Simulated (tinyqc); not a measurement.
Worked calculation: tight binding, honeycomb lattice. Computed by tinyqc, a small Python program that keeps every step. Settings: t1 = 1.98, t2 = 0.09, phi = 0, delta = 1.61, points = 6. Command: `OMP_NUM_THREADS=1 python tinyqc.py 29599 29600 out.jsonl` (the two numbers bound the seeds that draw the settings). One thread of a shared host (Intel(R) Xeon(R) Processor @ 2.60GHz), about 0.01 s of CPU time with the checks.

## Bloch Hamiltonian at k

Parameters chosen for this model:
```
parameter     value                        unit
t1         1.980000                 eV, nearest
t2         0.090000       eV, second neighbours
phi               0  rad, phase of t2 (Haldane)
delta      1.610000          eV, +/- on A and B
```

k point k (fractions of the reciprocal vectors): 0.50000  -0.37000

H_AB = -t1 (1 + exp(-i k.a1) + exp(-i k.a2)); H_AA = delta - 2 t2 sum cos(k.b + phi), H_BB = -delta - 2 t2 sum cos(k.b - phi), b = a1, a2 - a1, -a2.

H(k) at k (eV):
```
                  A                 B
A           1.79000  1.35540-1.44336i
B  1.35540+1.44336i          -1.43000
```

## Levels at k

Diagonalise the Hermitian matrix.

eigenvalues (eV): -2.37196  2.73196

weights |c|^2 of the basis functions:
```
    band 1   band 2
A  0.18456  0.81544
B  0.81544  0.18456
```

## Bloch Hamiltonian at K

k point K (fractions of the reciprocal vectors): 0.33333  0.66667

As before.

H(k) at K (eV):
```
         A         B
A  1.88000   0.00000
B  0.00000  -1.34000
```

## Levels at K

As before.

eigenvalues (eV): -1.34000  1.88000

weights |c|^2 of the basis functions:
```
    band 1   band 2
A  0.00000  1.00000
B  1.00000  0.00000
```

## Bands along a path

The same steps at evenly spaced points between the labelled ones.

Bands along the path (eV):
```
k            band 1   band 2
G          -6.69432  5.61432
G-K 0.25   -6.04574  5.24220
G-K 0.50   -4.36477  4.18477
G-K 0.75   -2.37196  2.73196
K          -1.34000  1.88000
K-M 0.25   -1.55230  2.06142
K-M 0.50   -1.94457  2.38811
K-M 0.75   -2.25690  2.64060
M          -2.37196  2.73196
M-K' 0.25  -2.25690  2.64060
M-K' 0.50  -1.94457  2.38811
M-K' 0.75  -1.55230  2.06142
K'         -1.34000  1.88000
```

With 1 band(s) filled, the highest filled level on these points lies at K and the lowest empty one at K: a gap of 3.2200 eV, direct.

## Chern number of the lower band

On a 6 x 6 mesh, the phase of the product of overlaps around each plaquette (k1 then k2); the sum over 2 pi is an integer.

plaquette phases (rad):
```
          1         2         3         4         5         6
1   0.00000  -0.02854  -0.09965   0.00000   0.05172   0.01950
2   0.02854   0.00000  -0.09965  -0.34858   0.00000   0.05172
3   0.09965   0.09965   0.00000  -0.34858  -0.34858   0.00000
4   0.00000   0.34858   0.34858   0.00000  -0.09965  -0.09965
5  -0.05172   0.00000   0.34858   0.09965   0.00000  -0.02854
6  -0.01950  -0.05172   0.00000   0.09965   0.02854   0.00000
```

Chern number = 0.00000
